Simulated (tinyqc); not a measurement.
# Pinning factor and decay constant from two barriers

Inverse problem. phiB = S (phiM - chi) + (1 - S)(Eg - E0) with S = 1/(1 + (1/S0 - 1) exp(-be ti)). Find S0, S at the given thickness and be.

Values chosen for this exercise; semiconductor values close to those of gallium nitride; interlayer mass of the order of that in titanium dioxide, offset chosen freely: band gap Eg = 3.5 eV; electron affinity chi = 3.99 eV; charge-neutrality level above the valence band E0 = 2.2 eV; metal work function phiM = 4.24 eV.

phiB at ti = 0, 0.3 nm (eV): 0.691  0.42892321

Answer. Each barrier gives its S by linear interpolation between the pinned and the unpinned value; the ratio of the two values of 1/S - 1 is exp(be ti).

S0 = 0.580
S = 0.830
be = 4.20 1/nm

Program tinyqc, `OMP_NUM_THREADS=1 python tinyqc.py 2270027 2270028 out.jsonl`; Intel Xeon 2.30GHz, shared host, one thread, about 0.02 s.
